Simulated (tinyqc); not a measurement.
# Density and mobility of a removed layer (differential Hall)

Question. For layers in parallel the sheet conductance g = 1/Rs and the product g mu_H (mu_H signed, unit Hall factors) are additive. Find the sheet density and mobility of the layer that was removed, and its share of the conductance.

Constants: q = 1.602176634e-19 C. Results are converted to the units shown.

Rs before and after removing the top layer (ohm/square): [15238.059, 23642.080]
apparent mobility before and after, signed (cm^2/(V s)): [24.132812, 22]

Answer. The differences give g1 = q n mu and g1 mu = q n mu^2; their ratio is mu and g1^2/(q g1 mu) is n.

sheet density = 5.200e12 cm^-2
mobility = 28.00 cm^2/(V s)
share of the conductance = 35.55 %

tinyqc, about 0.01 s, one thread, Intel Xeon 2.30GHz (shared host): `OMP_NUM_THREADS=1 python tinyqc.py 2850182 2850183 out.jsonl`
